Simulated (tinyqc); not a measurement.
# Worked calculation: van der Pauw, Hall and four-point-probe measurements on a doped layer

Program tinyqc, `OMP_NUM_THREADS=1 python tinyqc.py 2850191 2850192 out.jsonl`; Intel Xeon 2.30GHz, shared host, one thread, about 0.01 s. Printed values are rounded.

A uniform p-type layer with sheet resistance Rs = 1/(q ns mu), point contacts, low field (mu B small).

Inputs (values chosen for the exercise):
- ns = 4e13 cm^-2 (sheet density of the layer)
- mu = 40 cm^2/(V s) (drift mobility)
- rH = 1.1 (Hall factor)
- B = 0.55 T (magnetic field)
- I = 100 uA (current)
- ar = 1.84 (side ratio a/b of a rectangular sample with corner contacts)
- t = 15 nm (thickness of the layer)

Constants: q = 1.602176634e-19 C. Results are converted to the units shown.

## Resistances and Hall voltage

Rs = 1/(q ns mu). For a rectangle with contacts at the corners, RA = (8 Rs/pi) sum_(k>=0) ln coth((2k + 1) pi a/(2 b)) with current along a short side b and voltage along the opposite one, RB the same with a and b exchanged; Hall voltage VH = rH B I/(q ns), negative for electrons.

Rs = 3900.943 ohm/square
RA = 61.33280 ohm
RB = 3765.512 ohm
VH = 0.9440282 mV

RB/RA = 61.4; for a square both equal Rs ln 2/pi = 861 ohm.

## Starting value

z = 2 ln 2/(pi (RA + RB)), exact for RA = RB.

z at the start = 0.1153094 mS

## Iteration 1: new z

The van der Pauw equation exp(-pi RA z) + exp(-pi RB z) = 1 is solved for z = 1/Rs: e1 = exp(-pi RA z), e2 = exp(-pi RB z), f = e1 + e2 - 1, f' = -pi (RA e1 + RB e2), z(new) = z - f/f'.

e1 = 0.9780269
e2 = 0.2556167
f = 0.2336436
f' = -3.212319 kohm
z after iteration 1 = 0.1880430 mS

## Iteration 2: new z

As before.

e1 = 0.9644159
e2 = 0.1081222
f = 0.07253809
f' = -1.464880 kohm
z after iteration 2 = 0.2375611 mS

## Iteration 3: new z

As before.

e1 = 0.9552579
e2 = 0.06018824
f = 0.01544615
f' = -0.8960708 kohm
z after iteration 3 = 0.2547988 mS

## Course of the iteration

Stop when the step is below 1e-10 mS, or after 40 iterations.

Course of the iteration:

| iteration | z before the step (mS) | step (mS) |
|---|---|---|
| 1 | 0.1153094 | 0.0727 |
| 2 | 0.1880430 | 0.0495 |
| 3 | 0.2375611 | 0.0172 |
| 4 | 0.2547988 | 1.54e-3 |
| 5 | 0.2563375 | 1.08e-5 |
| 6 | 0.2563483 | 5.23e-10 |
| 7 | 0.2563483 | < 1e-14 |

Converged in 7 iterations.

## Sheet density, mobility and bulk values

converged z = 0.2563483 mS

Rs = 1/z; Hall sheet density B I/(q |VH|); Hall mobility |VH|/(Rs B I); true values ns = rH times the Hall density, mu = Hall mobility/rH; bulk density ns/t, resistivity Rs t; correction factor F = Rs/[(pi/ln 2)(RA + RB)/2].

Rs = 3900.943 ohm/square
Hall sheet density = 3.636364e13 cm^-2
Hall mobility = 44 cm^2/(V s)
ns = 4e13 cm^-2
mu = 40 cm^2/(V s)
bulk density = 2.666667e19 cm^-3
resistivity = 0.005851415 ohm cm
F = 0.4498154

Taking the mean of RA and RB without F would overstate Rs by 120 %.
